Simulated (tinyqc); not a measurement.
Phase shift across the band: Koster-Slater impurity in a tight-binding band, by Green functions and by supercells. Computed by tinyqc, a small Python program. Command: `OMP_NUM_THREADS=1 python tinyqc.py 3005623 3005624 out.jsonl kosterslater walk`. One thread of a shared host (Intel(R) Xeon(R) Processor @ 2.30GHz), about 0.04 s of CPU time with the checks.

One orbital per site, e(k) = -2 t sum cos(k_i) over 3 direction(s), band from -6 t to 6 t, lattice constant 1. One site has the extra energy U. Spin is left out.

Inputs (values chosen for the exercise, for a model band): hopping t = 2 eV; impurity potential U = 11.5 eV; broadening eta = 0.16 eV.

Lattice: simple cubic.

Method:
- Outside the band G0(E) = (1/pi) int_0^pi dk (2/(pi z)) K(16 t^2/z^2), z = E + 2 t cos k, K the complete elliptic integral with parameter m; 200 Gauss-Legendre points.
- A bound state solves 1/U = G0(E).
- Bisection in ln(distance from the edge) between 1e-5 t and |U| + t. Weight on the impurity site: -1/(U^2 dG0/dE), by a central difference with step min(1e-4 t, distance/30). Decay length along an axis: 1/arccosh(1 + distance/(2 t)).
- Inside the band G0(z), z = E + i eta, comes from the chain form 1/(sqrt(y - 2t) sqrt(y + 2t)) (principal roots) at y = z + 2 t cos k + 2 t cos k', averaged over k and k' in (0, pi) with 200 Gauss-Legendre points each.
- delta/pi = -arg(1 - U G0)/pi counts the states added below E (Friedel); host DOS = -Im G0/pi, DOS on the impurity = -Im[G0/(1 - U G0)]/pi; 13 evenly spaced energies from -(band edge + |U| + 2t) to +(band edge + |U| + 2t).

distance from the band edge = 1.82827 eV

level E_b = 13.8283 eV

Across the spectrum:
```
E (eV)   Re G0 (1/eV)  host DOS (1/eV)  DOS on the impurity (1/eV)  delta/pi
-27.500      -0.03762         0.000075                      0.0000  -0.00060
-22.917      -0.04590         0.000114                      0.0000  -0.00085
-18.333      -0.05937         0.000199                      0.0001  -0.00136
-13.750      -0.08771         0.000531                      0.0001  -0.00304
-9.167       -0.13355         0.018600                      0.0027  -0.08245
-4.583       -0.14905         0.052496                      0.0048  -0.19415
0.000         0.00000         0.070165                      0.0094  -0.38040
4.583         0.14905         0.052496                      0.0128  -0.61461
9.167         0.13355         0.018600                      0.0252  -0.71427
13.750        0.08771         0.000531                      1.1954  -0.63573
18.333        0.05937         0.000199                      0.0020  -0.00721
22.917        0.04590         0.000114                      0.0005  -0.00277
27.500        0.03762         0.000075                      0.0002  -0.00152
```

What follows from these numbers?

delta/pi starts and ends near zero (-0.001 and -0.002): the impurity moves states but creates none. delta/pi is negative in the band, down to -0.71 among these rows (-1 just below the level for small eta), and the lost state returns at the level above the band (13.828 eV).

Extremes, crossings and ranges named in words are read from the listed rows.
